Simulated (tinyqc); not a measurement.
Which stress helps holes along [110]: six-band Luttinger-Kohn model with strain.

Six-band Luttinger-Kohn model in the basis |3/2,3/2>, |3/2,1/2>, |3/2,-1/2>, |3/2,-3/2>, |1/2,1/2>, |1/2,-1/2>, electron energies, zero at the top of the unstrained valence band. H = -[rows: (P+Q, -S, R, 0, -S/r2, r2 R); (-S*, P-Q, 0, R, -r2 Q, r32 S); (R*, 0, P-Q, S, r32 S*, r2 Q); (0, R*, S*, P+Q, -r2 R*, -S*/r2); (-S*/r2, -r2 Q, r32 S, -r2 R, P+Dso, 0); (r2 R*, r32 S*, r2 Q, -S/r2, 0, P+Dso)], r2 = sqrt(2), r32 = sqrt(3/2). Levels are twofold.

P = c g1 k^2 - av tr(e); Q = c g2 (kx^2 + ky^2 - 2 kz^2) - (b/2)(exx + eyy - 2 ezz); R = c sqrt3 [-g2 (kx^2 - ky^2) + 2i g3 kx ky] + (sqrt3/2) b (exx - eyy) - i d exy; S = 2 c sqrt3 g3 (kx - i ky) kz - d (exz - i eyz); c = hbar^2/2m0, e the strain tensor (not engineering shear).

s11 = (C11 + C12)/((C11 - C12)(C11 + 2 C12)), s12 = -C12/((C11 - C12)(C11 + 2 C12)), s44 = 1/C44; exx = s11 sxx + s12 (syy + szz) and cyclic, exy = s44 sxy/2; tension is positive. A uniaxial stress X along the unit vector n is s_ij = X n_i n_j.

Constants: hbar^2/2m0 = 3.80998211 eV angstrom^2.

Inputs chosen for the exercise (near those of InP; not measured data): Dso = 0.109 eV (spin-orbit splitting); g1 = 5.09 (Luttinger gamma1); g2 = 1.61 (gamma2); g3 = 2.1 (gamma3); av = 0.58 eV (valence hydrostatic potential); b = -2.03 eV (tetragonal shear potential); d = -5.01 eV (trigonal shear potential); C11 = 98.8 GPa; C12 = 56.1 GPa; C44 = 45.9 GPa; X1 = 1 GPa (size of the stress).

Each load has size X1 (biaxial: sxx = syy); masses are curvatures of the top pair at k = 0.

Results:

| load | splitting (meV) | top edge (meV) | m [110] | m [001] |
|---|---|---|---|---|
| uniaxial [110], compression | 85.6 | 48.7 | 0.085 | 0.452 |
| uniaxial [110], tension | 50.4 | 40.8 | 0.670 | 0.116 |
| uniaxial [100], compression | 120.0 | 69.7 | 0.153 | 0.456 |
| uniaxial [100], tension | 51.9 | 50.3 | 0.233 | 0.149 |
| uniaxial [111], compression | 76.0 | 41.7 | 0.116 | 0.196 |
| uniaxial [111], tension | 42.7 | 34.3 | 0.334 | 0.196 |
| biaxial (001), compression | 51.9 | 42.0 | 0.149 | 0.535 |
| biaxial (001), tension | 120.0 | 78.0 | 0.456 | 0.092 |

What does the comparison show, and why?

The lightest mass along [110] (0.085) comes with uniaxial [110], compression. The largest splitting (120.0 meV) comes with uniaxial [100], compression; biaxial (001), tension. The heaviest mass along [001] (0.535), which lowers the confinement energy in a (001) channel, comes with biaxial (001), compression. The splitting per GPa follows b (s11 - s12) for loads along cube axes and d s44 for [111]: here 2 |b| (s11 - s12) = 95.1 and |d| s44/sqrt3 = 63.0 meV per GPa in the limit of large Dso; where the splitting nears Dso, mixing with the split-off band makes it depend on the sign of the load.

Computed by tinyqc, a small Python program: `OMP_NUM_THREADS=1 python tinyqc.py 1051092 1051093 out.jsonl` (the numbers bound the seed that draws the inputs); one thread of a shared host (Intel(R) Xeon(R) Processor @ 2.30GHz), about 0.05 s for the whole set of steps.
